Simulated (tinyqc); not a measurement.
Layer against dose: implant damage, amorphisation by cascade overlap, and solid-phase epitaxial regrowth. Computed by tinyqc, a small Python program. Command: `OMP_NUM_THREADS=1 python tinyqc.py 3112933 3112934 out.jsonl sper walk`. One thread of a shared host (Intel(R) Xeon(R) Processor @ 2.30GHz), about 0.01 s of CPU time with the checks.

Range and width of the damage are inputs. Dynamic annealing enters only through the surviving share f.

Inputs (values chosen for the exercise, modelled on germanium ions in germanium): atomic density N = 44.2 1/nm^3; ion Z1 = 32; ion mass M1 = 72.6 u; target Z2 = 32; target mass M2 = 72.63 u; ion energy E = 23 keV; displacement energy E_d = 13 eV; depth of the damage peak R_d = 12 nm; width of the damage profile s_d = 5.6 nm; share of defects that survive f = 0.38; critical displaced share x_c = 0.2; dose Q = 4.9e+15 1/cm^2.

Constants: a_0 = 0.529177210903 angstrom; e^2/(4 pi eps_0) = 14.39964548 eV angstrom.

Method. Robinson partition: eps = E a M2/(Z1 Z2 (e^2/(4 pi eps_0)) (M1 + M2)), a = 0.8853 a_0/sqrt(Z1^(2/3) + Z2^(2/3)); k = 0.0793 Z1^(2/3) Z2^(1/2) (M1 + M2)^(3/2)/((Z1^(2/3) + Z2^(2/3))^(3/4) M1^(3/2) M2^(1/2)); damage energy T_d = E/(1 + k (eps + 0.40244 eps^(3/4) + 3.4008 eps^(1/6))); displacements nu = 0.8 T_d/(2 E_d). Displaced share x(z) = f nu Q exp(-(z - R_d)^2/(2 s_d^2))/(sqrt(2 pi) s_d N); the layer is amorphous where x > x_c, between R_d -/+ s_d sqrt(2 ln(x_max/x_c)), the upper edge being cut at the surface. Threshold dose Q_c = Q x_c/x_max.

threshold dose Q_c = 6.34811e+13 1/cm^2

displacements per ion nu = 514.402

Dose series; the last column is f nu Q erfc((z2 - R_d)/(sqrt2 s_d))/2:
```
Q (1/cm^2)   x_max  upper edge (nm)  lower edge (nm)  displaced atoms beyond z2 (1/cm^2)
6.98e+13    0.2199           9.5604           14.440                          4.5236e+15
9.52e+13    0.2999           6.9585           17.041                          3.4239e+15
1.59e+14    0.5009           4.4114           19.589                          2.7255e+15
2.54e+14    0.8002           2.6744           21.326                          2.3796e+15
4.44e+14    1.3988           0.9548           23.045                          2.1077e+15
7.62e+14    2.4007           0.0000           24.485                          1.9203e+15
1.59e+15    5.0094           0.0000           26.213                          1.7325e+15
3.17e+15    9.9872           0.0000           27.661                          1.5996e+15
```

What does the comparison show, and why?

A dose 45 times larger moves the lower edge from 14.4 to 27.7 nm, as the root of a logarithm, and the damage beyond it falls by a factor 2.8, since the edge lies on an ever steeper tail. The layer reaches the surface at Q_c exp(R_d^2/(2 s_d^2)) = 6.31e14 per cm^2.
